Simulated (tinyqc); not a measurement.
## Interface states from two metals

Inverse problem. Schottky barriers follow phi = S (pM - chi) + (1 - S) E0, S = 1/(1 + q Ds dl/(eps0 ei)). Find S, E0 and Ds.

Inputs (values chosen for the exercise); material values those of a made-up semiconductor: electron affinity chi = 4.34 eV; thickness of the interface layer dl = 0.44 nm; its relative permittivity ei = 2.1.

Constants: q = 1.602176634e-19 C, eps0 = 8.8541878128e-14 F/cm where lengths are in cm. Results are converted to the units shown.

phi for pM = 4.16 and 5.1 eV (eV): 0.15072070  0.83797480

Solution. The slope is S, and either point then gives E0.

S = 0.731
E0 = 1.05 eV
Ds = 9.70e12 cm^-2 eV^-1

Computed by the program tinyqc: `OMP_NUM_THREADS=1 python tinyqc.py 2430125 2430126 out.jsonl`, one thread of a shared Intel Xeon 2.30GHz, about 0.01 s for the whole run.
